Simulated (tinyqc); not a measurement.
# Double-gate transistor, scale length and short-channel effects: several studies

A body of thickness ts between two insulators of thickness ti and two tied gates. Below threshold the potential that source and drain add obeys Laplace's equation and vanishes on the gate. Its lowest mode decays along the channel as exp(-k y); k is the smallest positive root of the matching condition at the interface, and the scale length is Lambda = pi/k.

Inputs (values chosen for the exercise); permittivities: semiconductor close to that of silicon, insulator close to that of silicon nitride:
- T = 250 K (temperature)
- eps_r = 11.7 (relative permittivity of the semiconductor)
- ei = 7.62 (relative permittivity of the insulator)
- ti = 1.2 nm (insulator thickness)
- ts = 7 nm (body thickness)
- L = 23 nm (channel length)
- Vbi = 0.98 V (potential of the source)
- sT = 0.51 V (potential of the barrier top at threshold)
- Vds = 0.6 V (drain voltage)

Constants: q = 1.602176634e-19 C, kB = 1.380649e-23 J/K, Vt = kB T/q. Results are converted to the units shown.

Each table varies one quantity; the others keep the values above.

## Effect of the drain voltage

k is the smallest positive root of f(k) = ei cos(k ti) cos(k ts/2) - eps_r sin(k ti) sin(k ts/2). Along the channel psi(y) = s + a exp(y/l) + b exp(-y/l) with psi(0) = Vbi, psi(L) = Vbi + Vds and l = 1/k = Lambda/pi; with A = Vbi - s, B = A + Vds, x = exp(-L/l): a = (B - A x) x/(1 - x^2), b = (A - B x)/(1 - x^2). The minimum is s + 2 sqrt(a b), at y = (l/2) ln(b/a). The long-channel potential follows the gate as s = sT + (Vg - VTL)/m, and the threshold VT is the gate voltage at which the minimum equals sT. Swing = m Vt ln 10/g at threshold, g = d(minimum)/ds = 1 - (b x + a)/((1 + x) sqrt(a b)). DIBL = [VT(0.05 V) - VT(Vds)]/(Vds - 0.05 V). sT and Vbi are held fixed; m = 1.

The same in every row: Lambda (nm) = 10.49; L/Lambda = 2.192.

Effect of the drain voltage:
```
Vds (V)  VT - VTL at Vds (mV)  DIBL (mV/V)  swing (mV/decade)
0.2                    -38.34        30.62              53.04
0.35                   -42.47        29.09              53.12
0.5                    -46.27        27.83              53.20
0.65                   -49.81        26.77              53.30
0.8                    -53.13        25.85              53.39
0.95                   -56.29        25.04              53.49
1.1                    -59.29        24.33              53.59
```

What does the table show?

As Vds goes from 0.2 to 1.1 V, Lambda stays at 10.5 nm, DIBL falls from 30.6 to 24.3 mV/V and the swing rises from 53.0 to 53.6 mV a decade.

## A higher permittivity at fixed equivalent oxide thickness

Same model as above.

The equivalent oxide thickness 3.9 ti/ei is held at 0.61 nm, so ti = 0.61 ei/3.9 nm.

Results:
```
ei   ti (nm)  Lambda (nm)  L/Lambda  DIBL (mV/V)  swing (mV/decade)
3.9   0.6100        10.37     2.217        25.96              53.11
5     0.7821        10.40     2.212        26.17              53.14
7.5    1.173        10.47     2.197        26.85              53.23
10     1.564        10.57     2.176        27.85              53.36
15     2.346        10.88     2.114        30.96              53.77
20     3.128        11.35     2.026        36.02              54.44
35     5.474        13.84     1.662        69.27              58.74
```

Estimate the missing row, ei = 25.

Computed row:
```
ei  ti (nm)  Lambda (nm)  L/Lambda  DIBL (mV/V)  swing (mV/decade)
25    3.910        12.00     1.916        43.68              55.44
```

With this row back in the table: As ei goes from 3.9 to 35, Lambda rises from 10.4 to 13.8 nm, DIBL rises from 26.0 to 69.3 mV/V and the swing rises from 53.1 to 58.7 mV a decade. The ratio ei/ti is the same in every row, yet the insulator grows from 0.610 to 5.47 nm, and drain fields reach the channel sideways through it.

## Effect of the insulator thickness

Same model as above.

Results:
```
ti (nm)  Lambda (nm)  L/Lambda  VT - VTL at Vds (mV)  DIBL (mV/V)  swing (mV/decade)
0.4            8.216     2.800                -17.93        9.921              50.96
0.52           8.572     2.683                -21.64        11.98              51.24
0.88           9.609     2.394                -34.75        19.30              52.23
1.1            10.22     2.250                -44.10        24.54              52.92
1.5            11.30     2.036                -63.37        35.41              54.36
1.9            12.33     1.865                -85.25        47.82              55.98
```

Estimate the missing row, ti = 0.67 nm.

Computed row:
```
ti (nm)  Lambda (nm)  L/Lambda  VT - VTL at Vds (mV)  DIBL (mV/V)  swing (mV/decade)
0.67           9.009     2.553                -26.75        14.83              51.63
```

With this row back in the table: As ti goes from 0.4 to 1.9 nm, Lambda rises from 8.22 to 12.3 nm, DIBL rises from 9.92 to 47.8 mV/V and the swing rises from 51.0 to 56.0 mV a decade. On average Lambda goes as ti^(0.26).

tinyqc, about 0.01 s, one thread, Intel Xeon 2.30GHz (shared host): `OMP_NUM_THREADS=1 python tinyqc.py 2420131 2420132 out.jsonl`
